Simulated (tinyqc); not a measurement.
Trading HF for NH4F at fixed fluoride: speciation in dilute and buffered hydrofluoric acid, oxide etch rate and bath loading. Computed by tinyqc, a small Python program. Command: `OMP_NUM_THREADS=1 python tinyqc.py 3120470 3120471 out.jsonl hfetch walk`. One thread of a shared host (Intel(R) Xeon(R) Processor @ 2.30GHz), about 0.01 s of CPU time with the checks.

Concentrations stand for activities, NH4+ and Cl- are spectators, and water ionisation is neglected. H, F and HF2 denote the ions H+, F- and HF2-. The base temperature is 298 K.

Inputs (values chosen for the exercise, of the order of those for thermal oxide at room temperature):

| quantity | value | unit |
|---|---|---|
| HF added | 2.3 | mol/L |
| NH4F added | 0 | mol/L |
| K1 = [H][F]/[HF] | 0.000678 | mol/L |
| K2 = [HF2]/([HF][F]) | 3.72 | L/mol |
| K3 = [H2F2]/[HF]^2 | 2.46 | L/mol |
| rate constant of neutral HF k_a | 15 | nm L/(min mol) |
| rate constant of HF2 k_b | 65 | nm L/(min mol) |

Method:
- Fluoride balance: [HF] + [F] + 2 [HF2] + 2 [H2F2] = HF added + NH4F added. Acid balance: [H] + [HF] + [HF2] + 2 [H2F2] = HF added + HCl added. For a trial [H], [HF] = [H][F]/K1, and the fluoride balance is a quadratic in [F].
- Rate = k_a ([HF] + 2 [H2F2]) + k_b [HF2], an empirical two-term form.
- Total fluoride is held at HF + NH4F added, without HCl; x is the share added as HF.

Against x:

| x | pH | [F] (mol/L) | [HF] (mol/L) | [HF2] (mol/L) | rate (nm/min) |
|---|---|---|---|---|---|
| 0.05 | 5.3722 | 2.0839 | 0.01304 | 0.10112 | 6.781 |
| 0.15 | 4.7239 | 1.6671 | 0.04643 | 0.28794 | 19.572 |
| 0.30 | 4.1341 | 1.1119 | 0.12043 | 0.49814 | 35.256 |
| 0.40 | 3.8114 | 0.8160 | 0.18583 | 0.56412 | 42.003 |
| 0.50 | 3.5253 | 0.5868 | 0.25819 | 0.56355 | 45.423 |
| 0.60 | 3.2638 | 0.4124 | 0.33129 | 0.50819 | 46.101 |
| 0.75 | 2.8725 | 0.2200 | 0.43526 | 0.35629 | 43.670 |
| 0.90 | 2.3422 | 0.0790 | 0.52965 | 0.15558 | 38.761 |
| 1.00 | 1.4525 | 0.0112 | 0.58082 | 0.02412 | 35.177 |

What follows from these numbers?

[HF2] is largest at x = 0.4 and the rate at x = 0.6 among these rows; HF2 needs both HF and F. At its best the mixture etches 1.31 times as fast as HF alone.

Extremes, crossings and ranges named in words are read from the listed rows.
